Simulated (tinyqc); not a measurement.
# Floating body of a partially depleted SOI transistor: body voltage and kink, step by step

tinyqc, about 0.2 s, one thread, Intel Xeon 2.30GHz (shared host): `OMP_NUM_THREADS=1 python tinyqc.py 2182209 2182210 out.jsonl` Printed values are rounded.

Source at 0 V. Channel current Ic = 2 nf K Vt^2 [F(0) - F(Vd)](1 + la Vd), F(V) = ln^2(1 + exp((Vg - VT - nf V)/(2 nf Vt))), VT = VT0 - gb Vb. Saturation voltage Vs = 2 Vt sqrt(F(0)) + 3 Vt, excess Ve = (Vd - Vs + sqrt((Vd - Vs)^2 + 0.0004 V^2))/2, multiplication M1 = Ai Ve exp(-Bl/Ve). Each junction passes D(v) = J1 (exp(v/Vt) - 1) + J2 (exp(v/(2 Vt)) - 1). Bipolar current Ib = bb J1 (exp(Vb/Vt) - 1). The body settles where M1 (Ic + Ib) = D(Vb) + D(Vb - Vd) + Vb/Rb; drain current Id = (1 + M1)(Ic + Ib) - D(Vb - Vd).

Inputs (values chosen for the exercise); values of the order met in partially depleted silicon-on-insulator transistors:
- T = 330 K (temperature)
- VT0 = 0.32 V (threshold at zero body voltage)
- gb = 0.21 (fall of the threshold per volt of body voltage)
- nf = 1.2 (slope factor)
- K = 530 uA/(V^2 um) (gain factor per width)
- la = 0.02 1/V (channel-length modulation factor)
- Ai = 1.87 1/V (impact-ionisation prefactor)
- Bl = 8.4 V (impact-ionisation voltage)
- J1 = 5.4e-12 uA/um (diffusion saturation current of each junction)
- J2 = 1.4e-8 uA/um (recombination saturation current of each junction)
- bb = 0.5 (gain of the lateral bipolar transistor on the diffusion current)
- Rb = 1e9 kohm um (resistance of a weak body tie to the source (1e9 stands for no tie, and the term is then dropped))
- Vg = 0.4 V (gate voltage)
- Vd = 2.3 V (drain voltage)

Constants: q = 1.602176634e-19 C, kB = 1.380649e-23 J/K, Vt = kB T/q. Results are converted to the units shown.

Range of the model: The multiplication law is an empirical form chosen for the exercise; self-heating and capacitive coupling to the body are left out, and the linear laws are rough once Vb passes about 0.7 V or M1 about 0.1.

## Starting value

Vb = 0.79 V.

Vb at the start = 0.79 V

## Iteration 1: new Vb

Current into the body I_in = M1 (Ic + Ib) - D(Vb - Vd), current out I_out = D(Vb) + Vb/Rb; f = ln(I_in/I_out), s = df/dVb by central differences over 1e-5 V, Vb(new) = Vb - f/s.

Ic = 14.1765 uA/um
Ve = 2.00829 V
M1 = 0.0573012
I_in = 0.991991 uA/um
I_out = 6.28580 uA/um
f = -1.84634
s = -27.8423 1/V
Vb after iteration 1 = 0.723686 V

## Iteration 2: new Vb

As before.

Ic = 12.6716 uA/um
Ve = 2.01956 V
M1 = 0.0589827
I_in = 0.765366 uA/um
I_out = 0.613631 uA/um
f = 0.220961
s = -32.9435 1/V
Vb after iteration 2 = 0.730393 V

## Course of the iteration

Stop when the step is below 1e-10 V, or after 40 iterations.

Course of the iteration:
```
iteration  Vb before the step (V)  step (V)
1                            0.79   -0.0663
2                        0.723686   6.71e-3
3                        0.730393   1.64e-5
4                        0.730410  1.15e-10
5                        0.730410   < 1e-14
```

Converged in 5 iterations.

## Drain current with floating and with grounded body

converged Vb = 0.730410 V

Id and VT at the converged Vb, Id at Vb = 0, their ratio, and the bipolar share Ib/(Ic + Ib).

VT = 0.166614 V
Id, floating = 13.9823 uA/um
Id, grounded = 2.41095 uA/um
ratio = 5.79949
bipolar share = 2.92053 %

The body rises to 0.730 V and lowers the threshold by 153 mV.
